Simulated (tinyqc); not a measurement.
# From one set of inputs to another, one input at a time

Model: nucleation and growth of vacancy voids in a cooling silicon-like crystal. Computed by tinyqc, a small Python program. Command: `OMP_NUM_THREADS=1 python tinyqc.py 3012577 3012578 out.jsonl voids ladder`. One thread of a shared host (Intel(R) Xeon(R) Processor @ 2.30GHz), about 0.2 s of CPU time with the checks.

Spherical voids; vacancies are lost only to voids.

The inputs printed are set A. Inputs not listed in the table keep their values of set A, so the rows need not describe a real material.

Inputs (values chosen for the exercise, for a model crystal): vacancy density at the melting point C_m = 5.4e+14 1/cm^3; formation energy E_f = 4.28 eV; melting point T_m = 1685 K; diffusion prefactor D0 = 0.001 cm^2/s; migration energy E_m = 0.37 eV; site density rho = 5e+22 1/cm^3; void surface energy gamma = 0.846 J/m^2; cooling rate q = 14 K/min; vacancy excess C0 = 1.3e+14 1/cm^3; temperature of the worked step T = 1365 K; temperature step = 0.2 K.

Vacancy supply: given.

Constants: k_B = 8.617333262e-05 eV/K; k_B = 1.380649e-23 J/K; e = 1.602176634e-19 C.

Method:
- C = C0 as given.
- C_e = C_m exp[-(E_f/k_B)(1/T - 1/T_m)]; D = D0 exp(-E_m/(k_B T)); f = k_B T ln(C/C_e); r* = 2 gamma/(rho f); W* = 16 pi gamma^3/(3 rho^2 f^2); Z = f/sqrt(12 pi W* k_B T); I = rho Z (4 pi r* D C) exp(-W*/(k_B T)).
- March down from 1500 K in steps dT, dt = dT/q, with values at the upper end of each step: a class of I dt voids is born with r*; then all classes grow by r^2 += 2 D (C - C_e) dt/rho; C falls by the vacancies added to voids. Stop at 1150 K. T_n is the T of the largest I, N the final count (classes under 1e-6 /cm^3 are dropped), and the mean radius the number average.

Each row keeps all changes above it:
```
input moved                                           from       to  mean radius (nm)  rate I (1/(cm^3 s))  W*/(k_B T)
set A                                                    -        -            40.631           4.0898e+16      20.144
diffusion prefactor D0 (cm^2/s)                      0.001  0.00048            28.360           1.9631e+16      20.144
cooling rate q (K/min)                                  14       21            23.254           1.9631e+16      20.144
vacancy excess C0 (1/cm^3)                         1.3e+14  4.2e+13            12.292           3.7633e+10      31.948
vacancy density at the melting point C_m (1/cm^3)  5.4e+14  8.4e+14            11.910           1.6602e+07      39.567
formation energy E_f (eV)                             4.28     4.17            11.935           3.3715e+05      43.417
void surface energy gamma (J/m^2)                    0.846    0.941            11.864           2.5854e-02      59.748
```

Mean radius goes from 40.6 to 11.9, a factor 0.292 in all. The largest single move comes from vacancy excess C0 (a factor 0.529). Rate I goes from 4.09e16 to 0.0259, a factor 6.32e-19 in all. The largest single move comes from void surface energy gamma (a factor 7.67e-8). W*/(k_B T) goes from 20.1 to 59.7, a factor 2.97 in all. The largest single move comes from vacancy excess C0 (a factor 1.59). The single moves hold for this order of the switches; the total does not depend on the order.

Caution (rows set A, diffusion prefactor D0, cooling rate q, vacancy excess C0): at such a rate voids would have used up the initial excess before the crystal cooled to this T.

Extremes, crossings and ranges named in words are read from the listed rows.
